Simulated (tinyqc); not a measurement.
The Fermi level, mass and scattering length from S, n and sigma.

Question. Bulk parabolic band, x = (E - Ec)/kB T, C = hbar^2/(2 m0), kB T in eV. Modes per area gv m kB T x/(4 pi C) times the back-scattering length l0 x^rr give the transport function s0 X(x), s0 = (2 q^2/h) gv m kB T l0/(4 pi C), X = x^(1 + rr). I_k = int X (x - eta)^k w dx, w = 1/(4 cosh^2((x - eta)/2)). sigma = s0 I_0, S = -(kB/q) I_1/I_0; n = 2 gv (m kB T/(4 pi C))^1.5 F(eta), F(y) = (2/sqrt(pi)) int_0^infinity sqrt(u)/(1 + exp(u - y)) du. Find eta, m and l0.

Values chosen for this exercise: temperature T = 200 K; valleys gv = 4; energy exponent of that length rr = 2.

Constants: q = 1.602176634e-19 C, kB = 1.380649e-23 J/K, hbar = 1.054571817e-34 J s, h = 6.62607015e-34 J s, m0 = 9.1093837015e-31 kg, Vt = kB T/q, hbar^2/(2 m0) = 0.0380998212 eV nm^2. Results are converted to the units shown.

S = -430.18594 uV/K
n = 2.2592292e19 cm^-3
sigma = 314.29667 S/cm

Solution. |S| falls steadily as eta rises and depends on nothing else, so it fixes eta; n then gives m, and sigma gives l0.

eta = -0.9000
m = 1.100 m0
l0 = 1.100 nm

tinyqc, about 0.03 s, one thread, Intel Xeon 2.30GHz (shared host): `OMP_NUM_THREADS=1 python tinyqc.py 2800016 2800017 out.jsonl`
